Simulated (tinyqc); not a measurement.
Straight dislocations in isotropic elasticity: fields, energies, partials, Peierls stress and walls. Changing the unstable fault energy gamma_us. Computed by tinyqc, a small Python program. Command: `OMP_NUM_THREADS=1 python tinyqc.py 3000663 3000664 out.jsonl disloc sweep`. One thread of a shared host (Intel(R) Xeon(R) Processor @ 2.30GHz), about 0.01 s of CPU time with the checks.

The line runs along z, the glide plane is y = 0, and beta is the angle between b and the line (0 screw, 90 degrees edge): b_e = b sin(beta) along +x with the extra half plane at y > 0, b_s = b cos(beta). Stress is positive in tension.

Inputs (values chosen for the exercise, modelled on aluminium): shear modulus G = 26.9 GPa; Poisson ratio nu = 0.359; Burgers vector b = 2.863 angstrom; dislocation density rho = 4.3e+10 1/m^2; core radius r0/b = 1.

Character: edge.

Constants: 1 eV/angstrom^3 = 160.2176634 GPa.

Method:
- Energy factor K = G [cos^2(beta) + sin^2(beta)/(1 - nu)].
- E = K b^2/(4 pi) ln(R/r0) with R = 1/(2 sqrt(rho)); tension T = E + d^2E/d(beta)^2 = G b^2 [1 + nu - 3 nu sin^2(beta)]/(4 pi (1 - nu)) ln(R/r0). The core energy is taken into r0.
- Misfit energy gamma(u) = (gamma_us/2)(1 - cos(2 pi u/b)), so the largest restoring stress is tau_max = pi gamma_us/b; u(x) = b/2 + (b/pi) arctan(x/zeta), zeta = K b/(4 pi tau_max). Summing the misfit energy over atomic rows a' apart gives, for a wide core, W_P = (K b^2/pi) exp(-2 pi zeta/a') and sigma_P = (K b/a') exp(-2 pi zeta/a'); a' = b/2 for edge and 30-degree lines, b sqrt(3)/2 for screw and 60-degree lines.

One run for each value; columns: (1) unstable fault energy gamma_us (mJ/m^2); (2) half width zeta (angstrom); (3) Peierls stress sigma_P (MPa); (4) Peierls barrier W_P (meV/nm); (5) tau_max (GPa):
```
(1)       (2)         (3)         (4)     (5)
64.4   13.530  1.3588e-21  1.1064e-22  0.7067
81.0   10.757  2.6223e-16  2.1352e-17  0.8888
102.0   8.542  4.3686e-12  3.5571e-13  1.1193
128.0   6.807  8.8705e-09  7.2227e-10  1.4046
161.0   5.412  4.0515e-06  3.2989e-07  1.7667
202.0   4.313  5.0295e-04  4.0952e-05  2.2166
255.0   3.417  2.5733e-02  2.0953e-03  2.7981
320.0   2.723  5.4142e-01  4.4084e-02  3.5114
402.0   2.167  6.1983e+00  5.0469e-01  4.4112
```

What does the table show, and why?

Over the rows, half width zeta (angstrom) falls from 13.5 to 2.17 (exponent d ln y / d ln x about -1.00 throughout); Peierls stress sigma_P (MPa) rises from 1.36e-21 to 6.20 (exponent d ln y / d ln x 53 between the first rows and 11 between the last); Peierls barrier W_P (meV/nm) rises from 1.11e-22 to 0.505 (exponent d ln y / d ln x 53 between the first rows and 11 between the last). The exponent of half width zeta stays at -1: a stiffer glide plane narrows the core. sigma_P spans 21.7 decades while gamma_us changes by a factor 6.2: the width sits in an exponent. Stiff directional bonds give narrow cores and hard crystals.

Caution (rows 64.4, 81.0, 102, 128, 161, 202): so small a Peierls stress means only that the model finds negligible lattice resistance; its value is not a prediction.
